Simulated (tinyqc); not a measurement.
From wall shear stress for rolling back to particle radius R: a particle near a wafer in liquid: double-layer and van der Waals forces (DLVO), deposition barrier and removal. Computed by tinyqc, a small Python program. Command: `OMP_NUM_THREADS=1 python tinyqc.py 3111063 3111064 out.jsonl dlvo inv`. One thread of a shared host (Intel(R) Xeon(R) Processor @ 2.30GHz), about 0.02 s of CPU time with the checks.

Sphere and flat wall, Derjaguin approximation, constant potentials in the linear-superposition form, no retardation and no hydration force.

Inputs (values chosen for the exercise, of the order of those for polymer latex on silicon in water):

| quantity | value | unit |
|---|---|---|
| Hamaker constant A | 1.2e-20 | J |
| potential of the particle psi_1 | -59 | mV |
| potential of the wafer psi_2 | -21 | mV |
| salt concentration c | 0.16 | mol/L |
| valence z of the symmetric salt | 1 | - |
| temperature T | 293 | K |
| dielectric constant of the liquid | 80.2 | - |
| contact distance h0 | 0.4 | nm |
| contact radius over R | 0.16 | - |
| viscosity | 0.88 | mPa s |

Constants: e = 1.602176634e-19 C; N_A = 6.02214076e+23 1/mol; eps_0 = 8.8541878128e-12 F/m; k_B = 1.380649e-23 J/K; k_B = 8.617333262e-05 eV/K.

Method. kappa^2 = 2 z^2 e^2 N_A (1000 c)/(eps eps_0 k_B T); gamma_i = tanh(z e psi_i/(4 k_B T)); Z = 64 pi eps eps_0 (k_B T/(z e))^2 gamma_1 gamma_2. Adhesion F_a = A R/(6 h0^2) [1 + a^2/(R h0)] - kappa Z R exp(-kappa h0), a the contact radius. Drag in a shear flow F_d = 1.7 x 6 pi mu R^2 G, acting at 1.4 R; rolling starts when 1.4 R F_d = a F_a. Wall shear stress = mu G.

Task: A run gave the result below. Find the particle radius R, known to lie between 13 and 40 nm.

wall shear stress for rolling = 3683.275 Pa

Result:

Each step takes the trial c = (a f_b - b f_a)/(f_b - f_a), f being the result less the target and a, b, c the logarithms of the listed values; c replaces end b, the old b replaces a if the sign of f changed, and otherwise f_a is halved.

Scan of the range:

| particle radius R (nm) | wall shear stress for rolling (Pa) |
|---|---|
| 13.0 | 4193.45 |
| 15.7 | 3962.96 |
| 18.9 | 3775.07 |
| 22.8 | 3617.38 |
| 27.5 | 3486.77 |
| 33.2 | 3378.00 |
| 40.0 | 3288.78 |

False position (Illinois rule, in the logarithm of the input) inside the bracket:

| step | end a | end b | trial | wall shear stress for rolling (Pa) |
|---|---|---|---|---|
| 1 | 18.9000 | 22.8000 | 21.0808 | 3679.70 |
| 2 | 18.9000 | 21.0808 | 20.9150 | 3686.25 |
| 3 | 21.0808 | 20.9150 | 20.9902 | 3683.27 |
| 4 | 20.9150 | 20.9902 | 20.9900 | 3683.27 |
| 5 | 20.9150 | 20.9900 | 20.9900 | 3683.28 |
| 6 | 20.9900 | 20.9900 | 20.9900 | 3683.28 |

Wall shear stress for rolling falls at every point of a 13-point scan of the range (every second point is shown), so one value fits; it is bracketed by 18.9 and 22.8. Answer: particle radius R = 20.99 nm.
